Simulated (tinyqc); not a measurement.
Liquidus of a compound AB in a simple-solution melt, liquid-phase epitaxy and vapour pressures: one step, computed by the program tinyqc. Command: `OMP_NUM_THREADS=1 python tinyqc.py 3006462 3006463 out.jsonl liq35 walk`. One thread of a shared host (Intel(R) Xeon(R) Processor @ 2.30GHz), about 0.05 s of CPU time with the checks.

x is the atom fraction of B in the melt. The melt is a simple solution: R T ln gamma_B = W (1 - x)^2, R T ln gamma_A = W x^2, W = a + b T. The solid AB is stoichiometric.

Question. Vapour pressures and congruent evaporation. Liquidus (Vieland): f(x) = R T ln[4 x (1 - x)] + 2 W (1/2 - x)^2 + S_F (T_F - T) = 0. Over the A-rich liquidus: p_A = gamma_A (1 - x) exp(S_A/R - H_A/(R T)), p_B2 = [gamma_B x exp(S_B/R - H_B/(R T))]^2, in bar. Free evaporation is congruent while the A flux over this liquidus is at least the B flux; with A and B2 taken as equal in mass for the estimate, T_c solves p_A = 2 p_B2.

Inputs (values chosen for the exercise, modelled on GaSb for the melt):
```
quantity                                 value       unit
melting point T_F                          983          K
entropy of fusion S_F                     64.3  J/(mol K)
interaction a                             20.2     kJ/mol
interaction slope b                      -24.5  J/(mol K)
saturation temperature T                   620          K
heat of evaporation of A                   242     kJ/mol
entropy of evaporation of A                107  J/(mol K)
heat of evaporation of B as (1/2) B2      99.5     kJ/mol
entropy of evaporation of B as (1/2) B2   66.1  J/(mol K)
```

Constants: R = 8.314462618 J/(mol K).

Give: log10 p_A; log10 p_B2; congruent temperature T_c.

Answer.

log10 p_A = -14.80

log10 p_B2 = -14.57

congruent temperature T_c = 564.3 K

T is above T_c: in vacuum B leaves faster and droplets of A form unless a B flux is supplied.
